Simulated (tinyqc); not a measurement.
Worked calculation: Hubbard chain of 2 sites. Computed by tinyqc, a small Python program that keeps every step. Settings: hopping = 1.52, U = 9.7, mixing = 1, iteration cap = 61. Command: `OMP_NUM_THREADS=1 python tinyqc.py 20105 20106 out.jsonl` (the two numbers bound the seeds that draw the settings). One thread of a shared host (Intel(R) Xeon(R) Processor @ 2.60GHz), about 0.3 s of CPU time with the checks. Later iterations appear only in the table of the cycle.

## Mean-field iteration 1

one-body matrix (hopping and site energies) (eV):
```
          1         2
1   0.64000  -1.52000
2  -1.52000  -0.35000
```

U = 9.70000 eV

electrons, up and down: 1  1

mixing = 1

n(up) at the start (a guess, not normalised): 1 0.95000, 2 0.05000

n(down) at the start (a guess): 1 0.05000, 2 0.95000

H(up) = T + U n(down), H(down) = T + U n(up); fill the lowest levels; n(new) = n + mixing (n(out) - n); E = tr T (rho up + rho down) + U sum n_up n_down of the output.

levels, up (eV): 0.83720  9.15280

levels, down (eV): -0.09715  10.08715

energy = -0.18957 eV

n(up) after iteration 1: 1 0.96539, 2 0.03461

n(down) after iteration 1: 1 0.02279, 2 0.97721

## Mean-field iteration 2

As before.

levels, up (eV): 0.59052  9.39948

levels, down (eV): -0.23982  10.22982

energy = -0.19091 eV

n(up) after iteration 2: 1 0.96928, 2 0.03072

n(down) after iteration 2: 1 0.02154, 2 0.97846

## Mean-field iteration 3

As before.

levels, up (eV): 0.57911  9.41089

levels, down (eV): -0.27596  10.26596

energy = -0.19093 eV

n(up) after iteration 3: 1 0.96945, 2 0.03055

n(down) after iteration 3: 1 0.02124, 2 0.97876

## Convergence

Each step fills the lowest levels of T + U n(other spin) and sets n(new) = n + mixing (n(out) - n); stop when output and input agree to 1e-8.

Course of the cycle:
```
iteration      E (eV)  largest |n(out) - n(in)|  mean |n_up - n_down|
1          -0.1895734                  2.72e-02               0.94260
2          -0.1909144                  3.89e-03               0.94774
3          -0.1909287                  3.01e-04               0.94821
4          -0.1909288                  3.91e-05               0.94826
5          -0.1909288                  2.99e-06               0.94826
6          -0.1909288                  3.88e-07               0.94826
7          -0.1909288                  2.97e-08               0.94826
8          -0.1909288                  3.86e-09               0.94826
```

local moments n_up - n_down: 1 0.94826, 2 -0.94826

Converged in 8 iterations. Before convergence this energy mixes input and output and is not variational, so it may rise towards its limit.

## The many-body Hamiltonian

Basis: all placements (u, d, 2, 0 on each site), up operators ordered before down ones; hops carry the sign of the same-spin electrons passed.

H (eV), lower triangle:
```
          20        ud        du       02
20  10.98000
ud  -1.52000   0.29000
du  -1.52000   0.00000   0.29000
02   0.00000  -1.52000  -1.52000  9.00000
```

## Exact diagonalisation (4 states)

Lowest levels of the sector, and the double occupancy of the lowest state.

lowest levels (eV): -0.59112  0.29000  9.38530  11.47582

double occupancy per site = 0.03906

The mean-field solution above lies 0.4002 eV above the exact energy.
